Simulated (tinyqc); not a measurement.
Worked calculation (part 1 of 2): G0W0 on RHF in the sto-6g basis, for BeH2, spin multiplicity 1. Computed by tinyqc, a small Python program that keeps every step (integrals from PySCF). Settings: charge = 0, multiplicity = 1, basis = sto-6g, method = RHF, energy threshold = 1e-10, iteration cap = 90, orthogonalisation = symmetric, start = atomic densities, DIIS depth = 6. Command: `OMP_NUM_THREADS=1 python tinyqc.py 21533 21534 out.jsonl` (the two numbers bound the seeds that draw the settings). One thread of a shared host (Intel(R) Xeon(R) Processor @ 2.60GHz), about 0.2 s of CPU time with the checks. The early iterations of the SCF are left out here.

## One-electron integrals

Geometry (angstrom):
```
atom        x         y        z
Be    0.00000   0.00000  0.00000
H     0.00000   1.24600  0.00000
H     0.00000  -1.25500  0.00000
```

Basis sto-6g: exponents (1/bohr^2) and contraction coefficients of normalised primitives:
```
element  l (shell)   exponent  coefficient
Be           s (1)  312.87049      0.00916
Be           s (1)   57.36446      0.04936
Be           s (1)   16.04851      0.16854
Be           s (1)    5.51310      0.37056
Be           s (1)    2.14090      0.41649
Be           s (1)    0.88174      0.13033
Be           s (2)   13.63325     -0.01325
Be           s (2)    2.69838     -0.04699
Be           s (2)    0.83865     -0.03379
Be           s (2)    0.32266      0.25024
Be           s (2)    0.14013      0.59512
Be           s (2)    0.06423      0.24071
Be           p (3)   13.63325      0.00376
Be           p (3)    2.69838      0.03768
Be           p (3)    0.83865      0.17390
Be           p (3)    0.32266      0.41804
Be           p (3)    0.14013      0.42586
Be           p (3)    0.06423      0.10171
H            s (1)   35.52322      0.00916
H            s (1)    6.51314      0.04936
H            s (1)    1.82214      0.16854
H            s (1)    0.62596      0.37056
H            s (1)    0.24308      0.41649
H            s (1)    0.10011      0.13033
```

Overlap, kinetic and nuclear-attraction integrals over the contracted functions; the nuclear repulsion is the sum of Za Zb / Rab.

nuclear repulsion = 3.5970101 hartree

overlap S:
```
          1Be 1s   1Be 2s  1Be 2px   1Be 2py  1Be 2pz    2H 1s     3H 1s
1Be 1s   1.00000  0.25476  0.00000   0.00000  0.00000  0.08862   0.08689
1Be 2s   0.25476  1.00000  0.00000   0.00000  0.00000  0.49894   0.49525
1Be 2px  0.00000  0.00000  1.00000   0.00000  0.00000  0.00000   0.00000
1Be 2py  0.00000  0.00000  0.00000   1.00000  0.00000  0.54958  -0.54741
1Be 2pz  0.00000  0.00000  0.00000   0.00000  1.00000  0.00000   0.00000
2H 1s    0.08862  0.49894  0.00000   0.54958  0.00000  1.00000   0.05218
3H 1s    0.08689  0.49525  0.00000  -0.54741  0.00000  0.05218   1.00000
```

kinetic energy T (hartree):
```
           1Be 1s    1Be 2s  1Be 2px   1Be 2py  1Be 2pz     2H 1s     3H 1s
1Be 1s    6.76875  -0.20738  0.00000   0.00000  0.00000  -0.01272  -0.01292
1Be 2s   -0.20738   0.22012  0.00000   0.00000  0.00000   0.08408   0.08258
1Be 2px   0.00000   0.00000  0.66127   0.00000  0.00000   0.00000   0.00000
1Be 2py   0.00000   0.00000  0.00000   0.66127  0.00000   0.22483  -0.22170
1Be 2pz   0.00000   0.00000  0.00000   0.00000  0.66127   0.00000   0.00000
2H 1s    -0.01272   0.08408  0.00000   0.22483  0.00000   0.76852  -0.01005
3H 1s    -0.01292   0.08258  0.00000  -0.22170  0.00000  -0.01005   0.76852
```

nuclear attraction V (hartree):
```
            1Be 1s    1Be 2s   1Be 2px   1Be 2py   1Be 2pz     2H 1s     3H 1s
1Be 1s   -15.56115  -1.86631   0.00000  -0.00031   0.00000  -0.71707  -0.70247
1Be 2s    -1.86631  -3.07576   0.00000  -0.00109   0.00000  -1.53157  -1.51582
1Be 2px    0.00000   0.00000  -2.99165   0.00000   0.00000   0.00000   0.00000
1Be 2py   -0.00031  -0.00109   0.00000  -3.24363   0.00000  -1.65885   1.64688
1Be 2pz    0.00000   0.00000   0.00000   0.00000  -2.99165   0.00000   0.00000
2H 1s     -0.71707  -1.53157   0.00000  -1.65885   0.00000  -3.13055  -0.18194
3H 1s     -0.70247  -1.51582   0.00000   1.64688   0.00000  -0.18194  -3.11920
```

core Hamiltonian H = T + V (hartree):
```
           1Be 1s    1Be 2s   1Be 2px   1Be 2py   1Be 2pz     2H 1s     3H 1s
1Be 1s   -8.79239  -2.07369   0.00000  -0.00031   0.00000  -0.72979  -0.71539
1Be 2s   -2.07369  -2.85564   0.00000  -0.00109   0.00000  -1.44749  -1.43324
1Be 2px   0.00000   0.00000  -2.33039   0.00000   0.00000   0.00000   0.00000
1Be 2py  -0.00031  -0.00109   0.00000  -2.58237   0.00000  -1.43402   1.42518
1Be 2pz   0.00000   0.00000   0.00000   0.00000  -2.33039   0.00000   0.00000
2H 1s    -0.72979  -1.44749   0.00000  -1.43402   0.00000  -2.36203  -0.19200
3H 1s    -0.71539  -1.43324   0.00000   1.42518   0.00000  -0.19200  -2.35068
```

## Two-electron integrals

Functions are numbered as in S; the eight-fold symmetry (ij|kl) = (ji|kl) = (kl|ij) leaves the list below.

Two-electron integrals (ij|kl) in chemists' order, unique and non-zero (hartree):
```
(11|11) 2.30000     (21|11) 0.36188     (21|21) 0.07193     (22|11) 0.57033
(22|21) 0.13965     (22|22) 0.41777     (31|31) 0.01525     (32|31) 0.02255
(32|32) 0.09234     (33|11) 0.57033     (33|21) 0.13965     (33|22) 0.41777
(33|33) 0.45012     (41|41) 0.01525     (42|41) 0.02255     (42|42) 0.09234
(43|43) 0.02426     (44|11) 0.57033     (44|21) 0.13965     (44|22) 0.41777
(44|33) 0.40160     (44|44) 0.45012     (51|51) 0.01525     (52|51) 0.02255
(52|52) 0.09234     (53|53) 0.02426     (54|54) 0.02426     (55|11) 0.57033
(55|21) 0.13965     (55|22) 0.41777     (55|33) 0.40160     (55|44) 0.40160
(55|55) 0.45012     (61|11) 0.13090     (61|21) 0.02518     (61|22) 0.04841
(61|33) 0.04801     (61|41) 0.00247     (61|42) 0.00469     (61|44) 0.04919
(61|55) 0.04801     (61|61) 0.00932     (62|11) 0.25498     (62|21) 0.06308
(62|22) 0.19893     (62|33) 0.19215     (62|41) 0.00882     (62|42) 0.04758
(62|44) 0.21250     (62|55) 0.19215     (62|61) 0.02413     (62|62) 0.13067
(63|31) 0.00679     (63|32) 0.02905     (63|43) 0.00876     (63|63) 0.01370
(64|11) 0.25521     (64|21) 0.06406     (64|22) 0.21154     (64|33) 0.19923
(64|41) 0.01452     (64|42) 0.07493     (64|44) 0.23614     (64|55) 0.19923
(64|61) 0.02597     (64|62) 0.15942     (64|64) 0.20352     (65|51) 0.00679
(65|52) 0.02905     (65|54) 0.00876     (65|65) 0.01370     (66|11) 0.41894
(66|21) 0.10583     (66|22) 0.36727     (66|33) 0.34105     (66|41) 0.01929
(66|42) 0.12636     (66|44) 0.41971     (66|55) 0.34105     (66|61) 0.04231
(66|62) 0.29426     (66|64) 0.38411     (66|66) 0.77500     (71|11) 0.12827
(71|21) 0.02468     (71|22) 0.04746     (71|33) 0.04707     (71|41) -0.00243
(71|42) -0.00461    (71|44) 0.04823     (71|55) 0.04707     (71|61) 0.00829
(71|62) 0.01974     (71|64) 0.01906     (71|66) 0.03232     (71|71) 0.00895
(72|11) 0.25214     (72|21) 0.06239     (72|22) 0.19705     (72|33) 0.19030
(72|41) -0.00872    (72|42) -0.04726    (72|44) 0.21056     (72|55) 0.19030
(72|61) 0.01992     (72|62) 0.07394     (72|64) 0.06997     (72|66) 0.12523
(72|71) 0.02341     (72|72) 0.12862     (73|31) 0.00669     (73|32) 0.02868
(73|43) -0.00868    (73|63) 0.00646     (73|73) 0.01341     (74|11) -0.25324
(74|21) -0.06358    (74|22) -0.21023    (74|33) -0.19799    (74|41) 0.01436
(74|42) 0.07439     (74|44) -0.23470    (74|55) -0.19799    (74|61) -0.01931
(74|62) -0.07029    (74|64) -0.06209    (74|66) -0.11499    (74|71) -0.02526
(74|72) -0.15738    (74|74) 0.20135     (75|51) 0.00669     (75|52) 0.02868
(75|54) -0.00868    (75|65) 0.00646     (75|75) 0.01341     (76|11) 0.03261
(76|21) 0.00783     (76|22) 0.02263     (76|33) 0.02222     (76|41) -3.26e-06
(76|42) -2.22e-05   (76|44) 0.02344     (76|55) 0.02222     (76|61) 0.00273
(76|62) 0.01112     (76|64) 0.01208     (76|66) 0.02134     (76|71) 0.00268
(76|72) 0.01104     (76|74) -0.01205    (76|76) 0.00125     (77|11) 0.41614
(77|21) 0.10516     (77|22) 0.36576     (77|33) 0.33961     (77|41) -0.01909
(77|42) -0.12588    (77|44) 0.41807     (77|55) 0.33961     (77|61) 0.03277
(77|62) 0.12598     (77|64) 0.11515     (77|66) 0.21147     (77|71) 0.04121
(77|72) 0.29171     (77|74) -0.38174    (77|76) 0.02134     (77|77) 0.77500
```

## Orthogonalisation

S = U s U^T; symmetric (Loewdin) form X = U s^(-1/2) U^T, so that X^T S X = 1.

eigenvalues of S: 0.19775  0.30789  0.92738  1.00000  1.00000  1.74997  1.81702

X:
```
           1Be 1s    1Be 2s  1Be 2px   1Be 2py  1Be 2pz     2H 1s     3H 1s
1Be 1s    1.02671  -0.14596  0.00000   0.00027  0.00000   0.00966   0.01041
1Be 2s   -0.14596   1.31218  0.00000   0.00386  0.00000  -0.36090  -0.35413
1Be 2px   0.00000   0.00000  1.00000   0.00000  0.00000   0.00000   0.00000
1Be 2py   0.00027   0.00386  0.00000   1.47718  0.00000  -0.53008   0.52483
1Be 2pz   0.00000   0.00000  0.00000   0.00000  1.00000   0.00000   0.00000
2H 1s     0.00966  -0.36090  0.00000  -0.53008  0.00000   1.38930  -0.14181
3H 1s     0.01041  -0.35413  0.00000   0.52483  0.00000  -0.14181   1.38180
```

## Iteration 6 (converged): orbitals

converged F (hartree):
```
           1Be 1s    1Be 2s  1Be 2px   1Be 2py  1Be 2pz     2H 1s     3H 1s
1Be 1s   -4.58551  -1.24940  0.00000  -0.00012  0.00000  -0.44051  -0.43198
1Be 2s   -1.24940  -0.62063  0.00000  -0.00141  0.00000  -0.45310  -0.44931
1Be 2px   0.00000   0.00000  0.20612   0.00000  0.00000   0.00000   0.00000
1Be 2py  -0.00012  -0.00141  0.00000  -0.27565  0.00000  -0.34707   0.34584
1Be 2pz   0.00000   0.00000  0.00000   0.00000  0.20612   0.00000   0.00000
2H 1s    -0.44051  -0.45310  0.00000  -0.34707  0.00000  -0.36187  -0.07275
3H 1s    -0.43198  -0.44931  0.00000   0.34584  0.00000  -0.07275  -0.35721
```

Diagonalise F' = X^T F X, C = X C', fill 3 alpha and 3 beta electrons from the bottom; D = 2 C_occ C_occ^T. Each column has its largest component positive (the first on a tie).

F' = X^T F X (hartree):
```
          1         2        3         4        5         6         7
1  -4.48793  -0.63809  0.00000   0.00088  0.00000  -0.09872  -0.09450
2  -0.63809  -0.04258  0.00000   0.00189  0.00000  -0.36314  -0.35877
3   0.00000   0.00000  0.20612   0.00000  0.00000   0.00000   0.00000
4   0.00088   0.00189  0.00000   0.31870  0.00000  -0.53022   0.52706
5   0.00000   0.00000  0.00000   0.00000  0.20612   0.00000   0.00000
6  -0.09872  -0.36314  0.00000  -0.53022  0.00000   0.13340  -0.16183
7  -0.09450  -0.35877  0.00000   0.52706  0.00000  -0.16183   0.13104
```

orbital energies (hartree): MO1 -4.58717, MO2 -0.47363, MO3 -0.44131, MO4 0.20612, MO5 0.20612, MO6 0.50061, MO7 1.05412

coefficients C:
```
              MO1       MO2       MO3       MO4      MO5       MO6       MO7
1Be 1s    0.99457  -0.22234   0.00571   0.00000  0.00000  -0.19236  -0.00032
1Be 2s    0.02144   0.52935  -0.01567   0.00000  0.00000   1.31058   0.01567
1Be 2px   0.00000   0.00000   0.00000   0.78853  0.61499   0.00000   0.00000
1Be 2py  -0.00001   0.01388   0.50391   0.00000  0.00000  -0.00609   1.57619
1Be 2pz   0.00000   0.00000   0.00000  -0.61499  0.78853   0.00000   0.00000
2H 1s    -0.00125   0.41235   0.38857   0.00000  0.00000  -0.85644  -1.14328
3H 1s    -0.00134   0.38990  -0.41126   0.00000  0.00000  -0.86431   1.12351
```

D after iteration 6:
```
           1Be 1s    1Be 2s  1Be 2px   1Be 2py  1Be 2pz     2H 1s     3H 1s
1Be 1s    2.07729  -0.19291  0.00000  -0.00043  0.00000  -0.18141  -0.18074
1Be 2s   -0.19291   0.56184  0.00000  -0.00110  0.00000   0.42432   0.42562
1Be 2px   0.00000   0.00000  0.00000   0.00000  0.00000   0.00000   0.00000
1Be 2py  -0.00043  -0.00110  0.00000   0.50823  0.00000   0.40305  -0.40365
1Be 2pz   0.00000   0.00000  0.00000   0.00000  0.00000   0.00000   0.00000
2H 1s    -0.18141   0.42432  0.00000   0.40305  0.00000   0.64204   0.00194
3H 1s    -0.18074   0.42562  0.00000  -0.40365  0.00000   0.00194   0.64231
```

Within a degenerate level the vectors are fixed only up to a rotation; this is one choice.

## Convergence

Stop when the energy changes by less than 1e-10 hartree and every element of the error matrix X^T (F D S - S D F) X is below 3e-06.

Course of the cycle:
```
iteration  E (hartree)     change  largest element of the error matrix
1          -15.6272062          -                             4.56e-01
2          -15.7118221  -8.46e-02                             9.68e-02
3          -15.7245540  -1.27e-02                             1.49e-02
4          -15.7249912  -4.37e-04                             4.44e-04
5          -15.7249914  -2.55e-07                             6.14e-06
6          -15.7249914  -5.69e-11                             7.66e-07
```

PySCF RHF in the same basis = -15.7249914 hartree

Converged in 6 iterations.

## Integrals over molecular orbitals

(pq|rs) = sum C_ip C_jq C_kr C_ls (ij|kl), one index at a time.

one-electron integrals over orbitals h = C^T H C (hartree):
```
          1         2         3         4         5         6         7
1  -8.78313   0.23268  -0.00616   0.00000   0.00000   0.19603   0.00039
2   0.23268  -2.53460  -0.00212   0.00000   0.00000  -0.15008  -0.00589
3  -0.00616  -0.00212  -2.50218   0.00000   0.00000   0.00783  -0.25837
4   0.00000   0.00000   0.00000  -2.33039   0.00000   0.00000   0.00000
5   0.00000   0.00000   0.00000   0.00000  -2.33039   0.00000   0.00000
6   0.19603  -0.15008   0.00783   0.00000   0.00000  -1.93943   0.00102
7   0.00039  -0.00589  -0.25837   0.00000   0.00000   0.00102  -1.76037
```

Two-electron integrals over orbitals (pq|rs), unique and non-zero (hartree):
```
(11|11) 2.28029     (21|11) -0.20487    (21|21) 0.02874     (22|11) 0.50241
(22|21) -0.00709    (22|22) 0.40871     (31|11) 0.00530     (31|21) -0.00055
(31|22) 0.00109     (31|31) 0.00657     (32|11) -1.89e-05   (32|21) 0.00058
(32|22) 0.01005     (32|31) 0.01539     (32|32) 0.16647     (33|11) 0.47308
(33|21) -0.00266    (33|22) 0.42132     (33|31) -0.00075    (33|32) -0.00845
(33|33) 0.44512     (41|41) 0.01605     (42|41) 0.01526     (42|42) 0.04990
(43|41) -0.00041    (43|42) -0.00090    (43|43) 0.01549     (44|11) 0.57004
(44|21) -0.00789    (44|22) 0.37483     (44|31) 0.00020     (44|32) 0.00008
(44|33) 0.36409     (44|44) 0.45012     (51|51) 0.01605     (52|51) 0.01526
(52|52) 0.04990     (53|51) -0.00041    (53|52) -0.00090    (53|53) 0.01549
(54|54) 0.02426     (55|11) 0.57004     (55|21) -0.00789    (55|22) 0.37483
(55|31) 0.00020     (55|32) 0.00008     (55|33) 0.36409     (55|44) 0.40160
(55|55) 0.45012     (61|11) -0.18338    (61|21) 0.02661     (61|22) -0.00741
(61|31) -0.00077    (61|32) -0.00011    (61|33) -0.00436    (61|44) -0.00415
(61|55) -0.00415    (61|61) 0.02501     (62|11) 0.10592     (62|21) -0.00738
(62|22) -0.02937    (62|31) 2.51e-05    (62|32) -0.00300    (62|33) -0.05082
(62|44) 0.04678     (62|55) 0.04678     (62|61) -0.00402    (62|62) 0.07658
(63|11) -0.00436    (63|21) 0.00012     (63|22) -0.00478    (63|31) -0.00352
(63|32) -0.09585    (63|33) 0.00668     (63|44) -0.00200    (63|55) -0.00200
(63|61) 0.00017     (63|62) -0.00071    (63|63) 0.08236     (64|41) 0.01633
(64|42) 0.04762     (64|43) -0.00141    (64|64) 0.05169     (65|51) 0.01633
(65|52) 0.04762     (65|53) -0.00141    (65|65) 0.05169     (66|11) 0.49054
(66|21) -0.00702    (66|22) 0.40539     (66|31) 0.00006     (66|32) -0.00119
(66|33) 0.41607     (66|44) 0.37404     (66|55) 0.37404     (66|61) -0.00657
(66|62) -0.03681    (66|63) 0.00211     (66|66) 0.41894     (71|11) -0.00058
(71|21) 0.00045     (71|22) 0.00120     (71|31) 0.01212     (71|32) 0.02120
(71|33) -0.00118    (71|44) 9.10e-06    (71|55) 9.10e-06    (71|61) -0.00006
(71|62) -0.00016    (71|63) -0.00282    (71|66) -0.00021    (71|71) 0.02309
(72|11) 0.00368     (72|21) -0.00010    (72|22) -0.00348    (72|31) 0.00289
(72|32) -0.04778    (72|33) 0.00131     (72|44) 0.00145     (72|55) 0.00145
(72|61) -0.00012    (72|62) 0.00380     (72|63) 0.06161     (72|66) -0.00061
(72|71) 0.00659     (72|72) 0.05771     (73|11) 0.13394     (73|21) -0.00536
(73|22) -0.01031    (73|31) -4.33e-05   (73|32) 0.00016     (73|33) -0.02454
(73|44) 0.05412     (73|55) 0.05412     (73|61) -0.00301    (73|62) 0.07173
(73|63) -0.00376    (73|66) -0.02881    (73|71) -0.00030    (73|72) 0.00133
(73|73) 0.08106     (74|41) 0.00010     (74|42) 0.00072     (74|43) 0.01386
(74|64) 0.00024     (74|74) 0.01619     (75|51) 0.00010     (75|52) 0.00072
(75|53) 0.01386     (75|65) 0.00024     (75|75) 0.01619     (76|11) -0.00041
(76|21) 0.00039     (76|22) 0.00810     (76|31) 0.01200     (76|32) 0.14442
(76|33) -0.00821    (76|44) 0.00009     (76|55) 0.00009     (76|61) -0.00011
(76|62) -0.00234    (76|63) -0.09654    (76|66) -0.00170    (76|71) 0.01652
(76|72) -0.05973    (76|73) 0.00080     (76|76) 0.14281     (77|11) 0.58878
(77|21) -0.00915    (77|22) 0.44017     (77|31) 0.00034     (77|32) 0.00240
(77|33) 0.45923     (77|44) 0.39576     (77|55) 0.39576     (77|61) -0.00910
(77|62) -0.04441    (77|63) -0.00016    (77|66) 0.44700     (77|71) 0.00005
(77|72) -0.00210    (77|73) -0.01960    (77|76) 0.00145     (77|77) 0.50377
```
